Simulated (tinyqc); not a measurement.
Resistance of a source-drain extension with a graded tip: two steps of the calculation.

y runs along the channel, the gate covers y > 0. The doping is N0 for y < y0 and N0 10^(-(y - y0)/la) beyond, uniform over the depth xj. Sheet conductance s(y) = q mu(N) max(N - Nch, 0) xj + (for y > 0) ma Cox Vo, with mu(N) = u0 + (u1 - u0)/(1 + (N/Nr)^au) and Cox = eps0 eox/tox. Current is taken as one-dimensional; depletion of the tip, spreading and the contact are left out. The metallurgical junction lies at yj, where N = Nch.

Values chosen for this exercise; mobility law close to that of electrons in silicon:
```
symbol   value        unit                                                                 meaning
eox        3.9              relative permittivity of the gate insulator (close to silicon dioxide)
tox        2.3          nm                                                     insulator thickness
N0      8.3e19       cm^-3                        active doping of the extension far from the gate
la         1.9   nm/decade                                                      lateral abruptness
y0         2.3          nm          position under the gate where the fall begins (gate edge at 0)
xj          14          nm                                                  depth of the extension
Nch     3.9e17       cm^-3                                                          channel doping
Vo        0.75           V                                                          gate overdrive
ma         130  cm^2/(V s)                                      mobility of the gate-induced layer
u1        1414  cm^2/(V s)                                                  mobility at low doping
u0        68.5  cm^2/(V s)                                                 mobility at high doping
Nr      9.2e16       cm^-3                                                        reference doping
au       0.711                                                                            exponent
Lg          40          nm                                                             gate length
```

Constants: q = 1.602176634e-19 C, eps0 = 8.8541878128e-14 F/cm where lengths are in cm. Results are converted to the units shown.

Question 1. Sheet resistances and junction position. yj = y0 + la log10(N0/Nch); sheet resistance of the full extension 1/[q mu(N0)(N0 - Nch) xj] and of the gate-induced layer 1/(ma Cox Vo); metallurgical length Lg - 2 yj; ye is where the doped and the gate-induced conductances are equal.

Give: yj; sheet resistance of the extension; sheet resistance of the induced layer; metallurgical length; ye; N at ye.

Answer 1.

yj = 6.723 nm
sheet resistance of the extension = 682.5 ohm/square
sheet resistance of the induced layer = 6831 ohm/square
metallurgical length = 26.55 nm
ye = 4.627 nm
N at ye = 4.945e18 cm^-3

The gate takes over 2.10 nm before the junction, where N is still 12.7 times the channel doping.

Question 2. Resistance of the overlapped part. Midpoint rule on 10 equal steps from 0 to yj: R_ov = sum h/s(y), per width.

Wanted: y; N; doped conductance; sheet resistance; R_ov.

Answer 2.

```
point,y (nm),N (cm^-3),doped conductance (uS),sheet resistance (ohm/square)
0,0.3362,8.300e19,1465,620.5
1,1.008,8.300e19,1465,620.5
2,1.681,8.300e19,1465,620.5
3,2.353,7.782e19,1382,654.3
4,3.025,3.446e19,673.4,1220
5,3.698,1.525e19,343.9,2040
6,4.370,6.754e18,184.3,3024
7,5.042,2.990e18,100.9,4045
8,5.715,1.324e18,51.15,5062
9,6.387,5.861e17,15.53,6176
```

R_ov = 16.19 ohm um

Computed by the program tinyqc: `OMP_NUM_THREADS=1 python tinyqc.py 2282197 2282198 out.jsonl`, one thread of a shared Intel Xeon 2.30GHz, about 0.03 s for the whole run.
